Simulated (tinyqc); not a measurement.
Worked calculation: power iteration on a symmetric matrix. Computed by tinyqc, a small Python program that keeps every step. Settings: method = power, shift = 0.19. Command: `OMP_NUM_THREADS=1 python tinyqc.py 23087 23088 out.jsonl` (the two numbers bound the seeds that draw the settings). One thread of a shared host (Intel(R) Xeon(R) Processor @ 2.60GHz), about 0.01 s of CPU time with the checks.

A, lower triangle:
```
,1,2,3,4
1,0.27000
2,-0.55000,1.34500
3,0.39800,-0.37900,2.50500
4,-0.24100,0.51400,-0.13900,2.94300
```

Stop when the residual |A v - lambda v| is below 1e-9.

Steps:
```
step,lambda,residual
1,2.6603233,4.29e-01
2,2.7911390,3.77e-01
3,2.8997154,3.80e-01
4,3.0038638,3.65e-01
5,3.0937361,3.28e-01
6,3.1622669,2.78e-01
7,3.2095409,2.26e-01
8,3.2399200,1.79e-01
9,3.2585602,1.39e-01
10,3.2696745,1.07e-01
11,3.2761886,8.14e-02
12,3.2799682,6.19e-02
13,3.2821483,4.70e-02
14,3.2834015,3.56e-02
15,3.2841205,2.69e-02
16,3.2845326,2.04e-02
17,3.2847686,1.54e-02
18,3.2849037,1.17e-02
19,3.2849810,8.83e-03
20,3.2850253,6.68e-03
21,3.2850506,5.05e-03
22,3.2850651,3.82e-03
23,3.2850734,2.89e-03
24,3.2850782,2.19e-03
25,3.2850809,1.65e-03
26,3.2850824,1.25e-03
27,3.2850833,9.47e-04
28,3.2850838,7.16e-04
29,3.2850841,5.42e-04
30,3.2850843,4.10e-04
```

Can the last value be used, and what does the course show?

Not by the stop rule, although the second column moves by less than 1e-06 over the last three steps. Not converged in 30 steps: the residual falls only by the ratio of the two largest distances of eigenvalues from the shift, 0.76 a step. all eigenvalues, for comparison: 0.01743  1.22918  2.53131  3.28508.
